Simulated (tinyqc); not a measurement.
Conductance of a narrow metal strip with scatterers (square lattice, Green functions): one step. The scatterer in the mode basis. Three cases, with inputs chosen for the exercise.

Question. Form V_nm.

A strip of W sites across with hard walls, site energy 0 and hopping -t. Mode n = 1 to W has profile chi_n(j) = sqrt(2/(W + 1)) sin(n j pi/(W + 1)) and energy en = -2t cos(n pi/(W + 1)); E = en - 2t cos(kn a). With z_n = exp(i kn a) (Im k > 0 for closed modes, |z| < 1) each lead gives the self-energy -t z_n in mode n. One column carries the site energies v, here a notch at the edge (a site raised out of reach). In the mode basis V_nm = sum_j chi_n(j) v_j chi_m(j), G = (E - en + 2 t z_n - V)^-1, and t_nm = 2t sqrt(sin(kn a) sin(km a)) G_nm in size for open modes. T = sum |t_nm|^2, conductance (2e^2/h) T.

Case 1.

Values chosen (out of a larger set: hopping and spacing of the size met in Cu or Al; the lattice is a model; not measured data): W = 5 (sites across); v = (50, 0, 0, 0, 0) eV (site energies in the scattering column).

Case 2.

Values chosen (out of a larger set: hopping and spacing of the size met in Cu or Al; the lattice is a model; not measured data): W = 4 (sites across); v = (50, 0, 0, 0) eV (site energies in the scattering column).

Case 3.

Values chosen (out of a larger set: hopping and spacing of the size met in Cu or Al; the lattice is a model; not measured data): W = 3 (sites across); v = (50, 0, 0) eV (site energies in the scattering column).

Give: V.

Answer.

Case 1.

V (eV), lower triangle:
```
        n=1      n=2      n=3      n=4     n=5
n=1  4.1667
n=2  7.2169  12.5000
n=3  8.3333  14.4338  16.6667
n=4  7.2169  12.5000  14.4338  12.5000
n=5  4.1667   7.2169   8.3333   7.2169  4.1667
```

Case 2.

V (eV), lower triangle:
```
         n=1      n=2      n=3     n=4
n=1   6.9098
n=2  11.1803  18.0902
n=3  11.1803  18.0902  18.0902
n=4   6.9098  11.1803  11.1803  6.9098
```

Case 3.

V (eV), lower triangle:
```
         n=1      n=2      n=3
n=1  12.5000
n=2  17.6777  25.0000
n=3  12.5000  17.6777  12.5000
```

A single site couples every mode that has amplitude on it.

Computed by tinyqc, one run a case: `OMP_NUM_THREADS=1 python tinyqc.py N N+1 out.jsonl` with N = 1450405, 1450537, 1450720; one thread of a shared Intel(R) Xeon(R) Processor @ 2.30GHz, about 0.01 s a run at most.
